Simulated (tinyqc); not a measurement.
# Site energy and hopping from one surface Green function

Problem. A semi-infinite chain with site energy e0 and hopping -t has g_s = 1/(E - e0 - t^2 g_s). Inside the band |g_s| = 1/t and Re g_s = (E - e0)/(2 t^2). Find t and e0.

g_s at E = 1.03 eV = 0.16803841-0.33005652i 1/eV

Answer. t = 1/|g_s|, and e0 = E - 2 t^2 Re g_s.

t = 2.700 eV
e0 = -1.420 eV

Computed by the program tinyqc: `OMP_NUM_THREADS=1 python tinyqc.py 2680016 2680017 out.jsonl`, one thread of a shared Intel Xeon 2.30GHz, about 0.04 s for the whole run.
